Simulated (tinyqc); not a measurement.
ROHF in the 6-311g basis, for H2, spin multiplicity 3, step by step. One step of it, computed by the program tinyqc.

Question. Iteration 2: diagonalisation and new density. Diagonalise F' = X^T F X, C = X C', fill 2 alpha and 0 beta electrons from the bottom; D(s) = C_occ C_occ^T. Each column has its largest component positive (the first on a tie).

effective F (hartree), order 1H 1s, 1H 2s, 1H 3s, 2H 1s, 2H 2s, 2H 3s:
$$\begin{pmatrix}
0.490859 & -0.421901 & -0.411175 & -0.169676 & -0.261203 & -0.277443 \\
-0.421901 & -0.281001 & -0.293808 & -0.249313 & -0.276541 & -0.260596 \\
-0.411175 & -0.293808 & -0.183384 & -0.267242 & -0.264195 & -0.203940 \\
-0.169676 & -0.249313 & -0.267242 & 0.518469 & -0.386236 & -0.399750 \\
-0.261203 & -0.276541 & -0.264195 & -0.386236 & -0.277841 & -0.317069 \\
-0.277443 & -0.260596 & -0.203940 & -0.399750 & -0.317069 & -0.217840
\end{pmatrix}$$

X, order 1H 1s, 1H 2s, 1H 3s, 2H 1s, 2H 2s, 2H 3s:
$$\begin{pmatrix}
1.374657 & -0.749431 & 0.208038 & 0.038901 & 0.020265 & -0.052154 \\
-0.749431 & 2.144342 & -1.024566 & 0.020265 & -0.292372 & 0.217891 \\
0.208038 & -1.024566 & 2.166228 & -0.052154 & 0.217891 & -0.950292 \\
0.038901 & 0.020265 & -0.052154 & 1.374657 & -0.749431 & 0.208038 \\
0.020265 & -0.292372 & 0.217891 & -0.749431 & 2.144342 & -1.024566 \\
-0.052154 & 0.217891 & -0.950292 & 0.208038 & -1.024566 & 2.166228
\end{pmatrix}$$

Give: F' = X^T F X; orbital energies; coefficients C; D(alpha) after iteration 2; D(beta) after iteration 2.

Answer.

F' = X^T F X (hartree):
$$\begin{pmatrix}
1.4968 & -1.2013 & -0.0245 & 0.0605 & -0.0955 & -0.0888 \\
-1.2013 & 0.8210 & -0.3619 & -0.0904 & -0.1319 & 0.0304 \\
-0.0245 & -0.3619 & 0.2008 & -0.0860 & 0.0256 & -0.1081 \\
0.0605 & -0.0904 & -0.0860 & 1.4890 & -1.1493 & -0.0201 \\
-0.0955 & -0.1319 & 0.0256 & -1.1493 & 0.8187 & -0.3958 \\
-0.0888 & 0.0304 & -0.1081 & -0.0201 & -0.3958 & 0.1574
\end{pmatrix}$$

orbital energies (hartree): MO1 -0.4546, MO2 -0.1243, MO3 0.3014, MO4 0.4480, MO5 2.3417, MO6 2.4717

coefficients C, order 1H 1s, 1H 2s, 1H 3s, 2H 1s, 2H 2s, 2H 3s:
$$\begin{pmatrix}
0.1766 & -0.1707 & -0.0356 & 0.0839 & 0.8427 & -1.3117 \\
0.3624 & -0.4465 & -0.8529 & 1.0747 & -1.3573 & 1.5125 \\
0.0732 & -0.7466 & 1.0170 & -1.9734 & 0.9083 & -0.6499 \\
0.1661 & 0.1524 & -0.0594 & -0.1058 & -1.2919 & -0.8745 \\
0.3233 & 0.3383 & -0.8380 & -1.1248 & 1.8473 & 0.8626 \\
0.2031 & 0.8551 & 0.8135 & 2.0050 & -1.1029 & -0.2606
\end{pmatrix}$$

D(alpha) after iteration 2, order 1H 1s, 1H 2s, 1H 3s, 2H 1s, 2H 2s, 2H 3s:
$$\begin{pmatrix}
0.0603 & 0.1402 & 0.1404 & 0.0033 & -0.0006 & -0.1101 \\
0.1402 & 0.3307 & 0.3599 & -0.0079 & -0.0339 & -0.3082 \\
0.1404 & 0.3599 & 0.5628 & -0.1016 & -0.2289 & -0.6236 \\
0.0033 & -0.0079 & -0.1016 & 0.0508 & 0.1052 & 0.1640 \\
-0.0006 & -0.0339 & -0.2289 & 0.1052 & 0.2190 & 0.3550 \\
-0.1101 & -0.3082 & -0.6236 & 0.1640 & 0.3550 & 0.7725
\end{pmatrix}$$

D(beta) after iteration 2, order 1H 1s, 1H 2s, 1H 3s, 2H 1s, 2H 2s, 2H 3s:
$$\begin{pmatrix}
0.0000 & 0.0000 & 0.0000 & 0.0000 & 0.0000 & 0.0000 \\
0.0000 & 0.0000 & 0.0000 & 0.0000 & 0.0000 & 0.0000 \\
0.0000 & 0.0000 & 0.0000 & 0.0000 & 0.0000 & 0.0000 \\
0.0000 & 0.0000 & 0.0000 & 0.0000 & 0.0000 & 0.0000 \\
0.0000 & 0.0000 & 0.0000 & 0.0000 & 0.0000 & 0.0000 \\
0.0000 & 0.0000 & 0.0000 & 0.0000 & 0.0000 & 0.0000
\end{pmatrix}$$
